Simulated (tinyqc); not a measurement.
Programming of a floating-gate cell by Fowler-Nordheim tunnelling: one step of the calculation.

Per tunnel area the floating gate has Ctun = 3.9 eps0/tox to the channel (0 V) and Ccg to the control gate, Ct = Ctun/(1 - ag), no other coupling. With the threshold shift U = -Q/Ccg the field is F = ag (Vg - U)/tox, and dU/dt = J/Ccg. Fowler-Nordheim: J = A F^2 exp(-B/F), A = q^2/(16 pi^2 hbar mo phi) (times 1e14 for A/cm^2 with F in V/nm, emitter mass m0), B = (4/3) sqrt(mo/C) phi^1.5, C = hbar^2/(2 m0).

Problem. Constants of the cell. A, B, Ccg = ag Ct, the starting field and current, K = A B ag/(Ccg tox), and the knee time t0 = exp(B/F(0))/K.

Values chosen for this exercise; oxide values close to those of silicon dioxide:
- phi = 3.18 eV (tunnel barrier)
- mo = 0.45 m0 (tunnelling mass)
- tox = 9.7 nm (tunnel oxide thickness)
- ag = 0.69 (coupling ratio Ccg/Ct)
- ar = 1200 nm^2 (tunnel area)
- Vt0 = -2.7 V (threshold shift at the start)
- Vg = 14.1 V (control-gate voltage)

Constants: q = 1.602176634e-19 C, hbar = 1.054571817e-34 J s, m0 = 9.1093837015e-31 kg, eps0 = 8.8541878128e-14 F/cm where lengths are in cm, hbar^2/(2 m0) = 0.0380998212 eV nm^2. Results are converted to the units shown.

Give: A; B; Ccg; F(0); J(0); K; t0; electrons for 1 V of shift.

Solution.

A = 1.077e8 A cm^-2 (V/nm)^-2
B = 25.99 V/nm
Ccg = 0.7924 uF/cm^2
F(0) = 1.195 V/nm
J(0) = 0.05544 A/cm^2
K = 2.513e14 1/s
t0 = 11.04 us
electrons for 1 V of shift = 59.35

Range of the model: Programming fields of 10 MV/cm and more wear the oxide; trapping and the channel potential are ignored.

Program tinyqc, `OMP_NUM_THREADS=1 python tinyqc.py 2130020 2130021 out.jsonl`; Intel Xeon 2.30GHz, shared host, one thread, about 0.01 s.
